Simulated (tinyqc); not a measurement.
Elastic strain and critical thickness of a cubic alloy layer A(1-x)B(x) on a thick substrate: one step, computed by the program tinyqc.

Strain is positive in tension. The layer is coherent with the substrate unless said otherwise.

Question. Biaxial strain, stress and energy. (001): D = 2 C12/C11, M = C11 + C12 - 2 C12^2/C11. The free surface carries no normal stress, so e_perp = -D f; dV/V = 2 f + e_perp; stress = M f; energy per area = M f^2 h (1 GPa nm = 1 J/m^2).

Inputs (values chosen for the exercise, for a model alloy): layer thickness h = 34 nm.

Growth plane: (001).

elastic constants (GPa): C11 159.5960, C12 59.3788, C44 76.2132

misfit f = 0.02738110

Give: ratio D; normal strain e_perp; volume strain dV/V; biaxial modulus M; in-plane stress; strain energy per area.

Answer.

ratio D = 0.7441

normal strain e_perp = -0.02037

volume strain dV/V = 0.03439

biaxial modulus M = 174.8 GPa

in-plane stress = 4.786 GPa

strain energy per area = 4.456 J/m^2

Caution: above about 2 % misfit, linear elasticity is rough and compressed layers tend to form islands before dislocations.
